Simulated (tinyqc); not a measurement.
How far the derived k.p bands hold: k.p values derived from sp3s* tight binding at Gamma.

sp3s* tight binding, nearest neighbours only: anion (a) at 0, cation (c) at a/4 (1,1,1), orbitals s, px, py, pz, s* on each; k in units of 2 pi/a. With phases e_j = exp(i (pi/2) k.n_j) for n = (1,1,1), (1,-1,-1), (-1,1,-1), (-1,-1,1): g0 = (e1+e2+e3+e4)/4, g1 = (e1+e2-e3-e4)/4, g2 = (e1-e2+e3-e4)/4, g3 = (e1-e2-e3+e4)/4. The diagonal holds the levels Esa, Epa, Exa (s*) and Esc, Epc, Exc. Anion-cation block: <sa|sc> = Vss g0; <sa|xc> = Vsapc g1; <xa|sc> = -Vscpa g1; <xa|xc> = Vxx g0; <xa|yc> = <ya|xc> = Vxy g3, <xa|zc> = <za|xc> = Vxy g2, <ya|zc> = <za|yc> = Vxy g1; <s*a|xc> = Vxapc g1; <xa|s*c> = -Vpaxc g1; y and z take g2 and g3 in place of g1; s-s* and s*-s* vanish.

Constants: hbar^2/2m0 = 3.80998211 eV angstrom^2.

Values chosen for the exercise (near a published set for SiC, fitted to gaps, whose masses and valley positions are rough; not measured data):
```
symbol  value    unit      meaning
a       4.359    angstrom  lattice constant
Esa     -8.486   eV        s level of the anion
Epa     2.127    eV        p level of the anion
Esc     -4.866   eV        s level of the cation
Epc     4.366    eV        p level of the cation
Exa     9.65     eV        s* level of the anion
Exc     9.286    eV        s* level of the cation
Vss     -12.376  eV        s-s
Vxx     3.04     eV        px-px
Vxy     5.905    eV        px-py
Vsapc   9.485    eV        s anion, p cation
Vscpa   9.212    eV        s cation, p anion
Vxapc   8.723    eV        s* anion, p cation
Vpaxc   4.4      eV        p anion, s* cation
```

Couplings:
```
pair       P (eV angstrom)  E(first) - E(second) (eV)
S+ to P-         -10.09602                    5.82474
S+ to P+           1.19985                   -0.65442
S- to P-           0.91153                  -19.19058
s*a to P-         -5.43763                    9.64308
s*c to P-          3.93294                    9.27908
```

mass = 0.47457 m0

L, M, N (eV angstrom^2): -20.4955  -4.6972  -21.9999

Along [100]: level 5 and level 2 of the full matrix against parabolas c k^2/m and L k^2, and against the two-level form that keeps S+ and the x state of P- exactly, [[EG + (c/m - P^2/EG) k^2, P k], [P k, (L + P^2/EG) k^2]]. Energies from Ev.

Levels (eV):
```
k (1/angstrom)  c: full  c: parabola  c: two-level  v: full  v: parabola  v: two-level
0.02             5.8279       5.8279        5.8279  -0.0082      -0.0082       -0.0082
0.04             5.8373       5.8376        5.8375  -0.0327      -0.0328       -0.0327
0.06             5.8524       5.8536        5.8532  -0.0731      -0.0738       -0.0734
0.09             5.8833       5.8898        5.8877  -0.1626      -0.1660       -0.1639
0.12             5.9172       5.9403        5.9339  -0.2847      -0.2951       -0.2887
0.16             5.9283       6.0303        6.0109  -0.4932      -0.5247       -0.5053
0.20             5.8254       6.1459        6.1013  -0.7475      -0.8198       -0.7752
0.30             5.3605       6.5473        6.3568  -1.5370      -1.8446       -1.6541
```

How do the results move, and what explains it?

The conduction parabola stays within 10 meV up to k = 0.09 and the two-level form up to 0.09; for the light valence band, 0.09 and 0.12 (1/angstrom, among these rows; a dash would mean not even the first). At 0.2 the errors are +320 and +276 meV for the conduction band. Keeping the strongest coupling exactly removes less than half of that error: higher bands, which bend level 5 down towards X, make the rest.

Run: tinyqc, `OMP_NUM_THREADS=1 python tinyqc.py 1452745 1452746 out.jsonl`; Intel(R) Xeon(R) Processor @ 2.30GHz, one thread, shared host; about 0.01 s of CPU time with all checks.
